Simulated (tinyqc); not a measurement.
Raising U: Hubbard chain of 6 sites, mean field against exact. Computed by the program tinyqc. Collinear unrestricted mean field (the lowest of 40 random starts) against exact diagonalisation.

one-body matrix (hopping and site energies) (eV):
```
         1        2        3        4        5        6
1   0.0000  -0.5600   0.0000   0.0000   0.0000   0.0000
2  -0.5600   0.0000  -0.5600   0.0000   0.0000   0.0000
3   0.0000  -0.5600   0.0000  -0.5600   0.0000   0.0000
4   0.0000   0.0000  -0.5600   0.0000  -0.5600   0.0000
5   0.0000   0.0000   0.0000  -0.5600   0.0000  -0.5600
6   0.0000   0.0000   0.0000   0.0000  -0.5600   0.0000
```

electrons, up and down: 3  3

Exact and mean-field results (eV):
```
U            U/t    E exact  E mean field  mean |n_up - n_down|  double occupancy, exact  first gap in the sector
0.2800    0.5000  -3.513005     -3.493234                0.0000                   0.2265                   0.4436
0.5600    1.0000  -3.152180     -3.073234                0.0000                   0.2031                   0.3976
1.1200    2.0000  -2.545936     -2.266334                0.4041                   0.1584                   0.3240
1.6800    3.0000  -2.080998     -1.697433                0.6726                   0.1197                   0.2678
2.2400    4.0000  -1.731837     -1.328568                0.8030                   0.0896                   0.2246
3.3600    6.0000  -1.269358     -0.912347                0.9093                   0.0522                   0.1658
4.4800    8.0000  -0.990135     -0.691187                0.9485                   0.0329                   0.1296
6.7200   12.0000  -0.680622     -0.464065                0.9770                   0.0160                   0.0893
11.2000  20.0000  -0.415234     -0.279439                0.9917                   0.0061                   0.0545
```

What does the comparison show, and why?

In absolute terms mean field is worst at U/t = 4.0, 0.403 eV too high: at small U it is nearly exact, and at large U it misses only exchange-scale energies. Its local moments set in at U/t = 2.0 of those listed, a broken symmetry that the exact state of a finite cluster with equal spins does not have. Relative to the exact energy its error is 0.6 % at the smallest U, 33 % at most and 33 % at the largest. The double occupancy falls from 0.226 to 0.006; at the largest U the first gap is 0.49 times the exchange scale 4t^2/U.
